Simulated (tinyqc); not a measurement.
# Charge stability of a double quantum dot, constant-interaction model with a charge sensor: a scan of gate 1

Capacitance matrix C = [[C1, -Cm], [-Cm, C2]], C1 = G1 + X1 + Cm + L1, C2 = G2 + X2 + Cm + L2. Gate charges n1 = (G1 V1 + X1 V2)/q, n2 = (X2 V1 + G2 V2)/q. The state (N1, N2) has U = (1/2) d^T E d with d = (N1 - n1, N2 - n2) and E = q^2 C^(-1). Leads at 0 V; no tunnel coupling, spin or level spacing. The sensor reads s1 <N1> + s2 <N2>.

Thermal means over all states within two electrons of the gate charges.

Values chosen for this exercise:
- G1 = 8.9 aF (gate 1 to dot 1)
- G2 = 10 aF (gate 2 to dot 2)
- X1 = 1.7 aF (gate 2 to dot 1)
- X2 = 2 aF (gate 1 to dot 2)
- Cm = 19 aF (between the dots)
- L1 = 32 aF (dot 1 to leads and ground)
- L2 = 38 aF (dot 2 to leads and ground)
- s1 = 0.66 (sensor weight of dot 1)
- s2 = 0.29 (sensor weight of dot 2)
- T = 1.1 K (temperature)
- V2 = 5.54 mV (voltage of gate 2)

Constants: q = 1.602176634e-19 C, kB = 1.380649e-23 J/K, Vt = kB T/q. Results are converted to the units shown.

A scan of gate 1:
```
V1 (mV)    <N1>     <N2>  sensor  N1 of the ground state  N2 of the ground state
9.55     0.9297  0.08107  0.6371                       1                       0
13       0.9978  0.17073  0.7081                       1                       0
16.4     1.0000  0.75073  0.8777                       1                       1
19.8     1.0001  0.97798  0.9437                       1                       1
23.3     1.0039  0.99535  0.9512                       1                       1
26.7     1.2532  0.93243  1.0975                       1                       1
30.1     1.9905  0.97627  1.5968                       2                       1
33.6     2.0000  0.99847  1.6095                       2                       1
37       2.0000  0.99990  1.6100                       2                       1
40.4     2.0008  0.99997  1.6105                       2                       1
43.9     2.2782  0.99954  1.7935                       2                       1
47.3     2.9937  0.99989  2.2658                       3                       1
50.7     3.0000  0.99999  2.2700                       3                       1
```

What does the table show?

The ground state changes 3 time(s) between the rows listed: (1,0) to (1,1); (1,1) to (2,1); (2,1) to (3,1). Adding to dot 1 moves the sensor by s1 = 0.66, adding to dot 2 by s2 = 0.29, and a shift from dot 2 to dot 1 by 0.370. Far from triple points dot 1 gains an electron about every q/(G1 + X2 Cm/C2) = 17.0 mV.

Numbers from tinyqc (`OMP_NUM_THREADS=1 python tinyqc.py 2470109 2470110 out.jsonl`; about 0.01 s on one thread of a shared Intel Xeon 2.30GHz).
